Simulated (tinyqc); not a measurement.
Worked calculation: shallow donor in an anisotropic valley (effective-mass theory). Values are carried at full precision from step to step, so a last printed digit may differ when a step is redone from the rounded ones.

Constants: Ry = 13.60569312 eV; a0 (Bohr radius) = 0.5291772105 angstrom; hbar^2/2m0 = 3.80998211 eV angstrom^2; e^2/(4 pi eps0) = 14.39964547 eV angstrom.

Inputs chosen for the exercise (near those of 3C SiC; the results hold for these values, not for the real material):
```
symbol  value  unit      meaning
ml      0.659  m0        longitudinal mass
mt      0.256  m0        transverse mass
eps     9.6              dielectric constant
a       18.3   angstrom  trial radius across the axis
b       10.6   angstrom  trial radius along the axis
```

## Hydrogen-like estimates

Ry* = Ry m/eps^2 and a* = a0 eps/m for four choices of one mass: mt, the conductivity mass 3/(1/ml + 2/mt), the density-of-states mass (ml mt^2)^(1/3), and ml.

Estimates:
```
mass               m (m0)  Ry* (meV)  a* (angstrom)
mt                 0.2560      37.79          19.84
conductivity       0.3215      47.47          15.80
density of states  0.3509      51.80          14.48
ml                 0.6590      97.29           7.71
```

## Energy of one trial function

One valley: H = -c [(d2/dx2 + d2/dy2)/mt + (d2/dz2)/ml] - q/(eps r), c = hbar^2/2m0, q = e^2/(4 pi eps0). Trial function exp(-sqrt((x^2 + y^2)/a^2 + z^2/b^2)) with a > b: T = (c/3)(2/(mt a^2) + 1/(ml b^2)), V = -(q/eps) atan(u/b)/u, u = sqrt(a^2 - b^2). The central cell of the impurity is left out.

Evaluate T, V and E. Scaling both radii by f changes T to T/f^2 and V to V/f, so the best factor is f = -2T/V, with energy -V^2/(4T).

T = 46.779 meV
V = -95.826 meV
E = -49.047 meV
best scale factor = 0.9763
energy after scaling = -49.075 meV

The virial ratio -V/T is 2.048; it is 2 at the best scale. Scaling gains 0.027 meV.

## Scan over the shape

For each ratio b/a = 0.2, 0.3, ..., 0.9 the best scale follows from a = -2 T1/V1, with T1 and V1 taken at a = 1 angstrom.

Scan:
```
b/a  a (angstrom)  b (angstrom)  E (meV)
0.2         55.43         11.09  -18.912
0.3         31.48          9.44  -31.621
0.4         23.16          9.26  -40.967
0.5         19.44          9.72  -46.648
0.6         17.57         10.54  -49.474
0.7         16.59         11.61  -50.362
0.8         16.08         12.86  -50.026
0.9         15.85         14.27  -48.957
```

The best listed ratio is 0.7; (mt/ml)^(1/2) = 0.62 and (mt/ml)^(1/3) = 0.73 are common guesses.

## The minimum

Minimise over a and b. The Mott estimate n_c = (0.25/a_m)^3 uses a_m = (a^2 b)^(1/3); 1/angstrom^3 = 1e24/cm^3.

a = 16.48 angstrom
b = 11.79 angstrom
E = -50.375 meV
a_m = 14.74 angstrom
n_c = 4.88 x 1e18/cm^3

b/a = 0.715. The binding energy is 1.333 times Ry*(mt). The central cell of a real donor shrinks the orbit and raises n_c.

## Checks

- Energy from 21 anisotropic Gaussians against the two-parameter function, meV: -50.39 against -50.38.

Run: tinyqc, `OMP_NUM_THREADS=1 python tinyqc.py 1251580 1251581 out.jsonl`; Intel(R) Xeon(R) Processor @ 2.30GHz, one thread, shared host; about 0.01 s of CPU time with all checks.
